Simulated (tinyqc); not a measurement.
# Resistance of a source-drain extension with a graded tip: two studies

y runs along the channel, the gate covers y > 0. The doping is N0 for y < y0 and N0 10^(-(y - y0)/la) beyond, uniform over the depth xj. Sheet conductance s(y) = q mu(N) max(N - Nch, 0) xj + (for y > 0) ma Cox Vo, with mu(N) = u0 + (u1 - u0)/(1 + (N/Nr)^au) and Cox = eps0 eox/tox. Current is taken as one-dimensional; depletion of the tip, spreading and the contact are left out. The metallurgical junction lies at yj, where N = Nch.

Values chosen for this exercise; mobility law close to that of holes in silicon: relative permittivity of the gate insulator (close to hafnium oxide) eox = 22.4; insulator thickness tox = 9.9 nm; active doping of the extension far from the gate N0 = 5.6e19 cm^-3; lateral abruptness la = 2.2 nm/decade; position under the gate where the fall begins (gate edge at 0) y0 = -0.8 nm; depth of the extension xj = 24 nm; channel doping Nch = 3.1e18 cm^-3; spacer length Ls = 16 nm; gate overdrive Vo = 0.83 V; mobility of the gate-induced layer ma = 80 cm^2/(V s); mobility at low doping u1 = 470.5 cm^2/(V s); mobility at high doping u0 = 44.9 cm^2/(V s); reference doping Nr = 2.23e17 cm^-3; exponent au = 0.719; gate length Lg = 30 nm.

Constants: q = 1.602176634e-19 C, eps0 = 8.8541878128e-14 F/cm where lengths are in cm. Results are converted to the units shown.

Each table varies one quantity; the others keep the values above.

## Abruptness at a fixed junction position

R_spacer = integral of dy/s from -Ls to 0, R_ov from 0 to yj, R_channel = (Lg - 2 yj)/(ma Cox Vo), R_total = 2 R_spacer + 2 R_ov + R_channel. Electrical length L_eff = ma Cox dR_total/d(1/Vo); R_series = R_total - L_eff/(ma Cox Vo). y0 is moved with la so that yj stays at 1.9650 nm.

The same in every row: yj (nm) = 1.965; R_channel (ohm um) = 196.0.

Abruptness at a fixed junction position:
```
la (nm/decade),R_spacer (ohm um),R_ov (ohm um),R_total (ohm um),L_eff (nm),R_series (ohm um)
1,14.91,4.403,234.6,26.64,34.32
2.3,15.44,7.629,242.1,27.29,36.93
3.6,18.42,9.392,251.6,27.77,42.82
4.9,23.24,10.44,263.3,28.11,52.00
6.1,28.87,11.09,275.9,28.35,62.80
7.4,35.95,11.60,291.1,28.54,76.53
8.7,43.89,11.99,307.7,28.70,92.01
10,52.54,12.29,325.6,28.82,109.0
```

What does the table show?

As la goes from 1 to 10 nm/decade, R_total rises from 235 to 326 ohm um, R_spacer rises from 14.9 to 52.5 ohm um and R_ov rises from 4.40 to 12.3 ohm um. R_total changes on average by 10.1 ohm um for each nm/decade. L_eff exceeds the metallurgical length by 0.572 nm in the first row and 2.75 nm in the last, since the gate also controls the lightly doped tips.

## Effect of the depth of the extension

Same model as above.

The same in every row: yj (nm) = 1.965; R_channel (ohm um) = 196.0.

Results:
```
xj (nm),R_spacer (ohm um),R_ov (ohm um),R_total (ohm um),L_eff (nm),R_series (ohm um)
4,91.84,12.22,404.1,28.81,187.6
5.6,65.60,11.51,350.2,28.52,135.8
7.7,47.71,10.73,312.9,28.24,100.6
11,33.40,9.762,282.3,27.91,72.47
15,24.49,8.858,262.7,27.63,54.94
29,12.67,6.876,235.1,27.11,31.26
40,9.184,5.944,226.2,26.90,24.01
```

Estimate the missing row, xj = 21 nm.

Computed row:
```
xj (nm),R_spacer (ohm um),R_ov (ohm um),R_total (ohm um),L_eff (nm),R_series (ohm um)
21,17.49,7.845,246.7,27.35,41.03
```

With this row back in the table: As xj goes from 4 to 40, R_total falls from 404 to 226 ohm um, L_eff falls from 28.8 to 26.9 nm and R_series falls from 188 to 24.0 ohm um.

Computed by the program tinyqc: `OMP_NUM_THREADS=1 python tinyqc.py 2282188 2282189 out.jsonl`, one thread of a shared Intel Xeon 2.30GHz, about 0.03 s for the whole run.
